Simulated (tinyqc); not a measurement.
Threshold-voltage variability of a planar MOSFET, analytic estimates: one step of the calculation.

Three independent sources add in quadrature: random dopants in the depleted layer, metal-gate grains of two orientations, and roughness of the two gate edges acting through the roll-off VT = VT(long) - Vr exp(-L/l). These are first-order estimates: no three-dimensional electrostatics, no percolation.

Problem. Margin in standard deviations for the wanted yield. Cells fail independently with probability Q(k) = erfc(k/sqrt(2))/2 when the margin is k standard deviations, and Y = exp(-Nb Q(k)). phi = exp(-k^2/2)/sqrt(2 pi). Newton steps on ln Q(k) = ln(-ln(Y)/Nb): k(new) = k + [ln Q - ln(-ln(Y)/Nb)] Q/phi.

Parameters, values chosen for the exercise:
```
symbol  value  unit          meaning
Nb      65536        number of cells
Y        0.54           wanted yield
```

k after iteration 1 = 4.5128497

Wanted: Q(k); phi; k after iteration 2.

Solution.

Q(k) = 3.1981e-6
phi = 1.5084e-5
k after iteration 2 = 4.2842

tinyqc, about 0.01 s, one thread, Intel Xeon 2.30GHz (shared host): `OMP_NUM_THREADS=1 python tinyqc.py 2090074 2090075 out.jsonl`
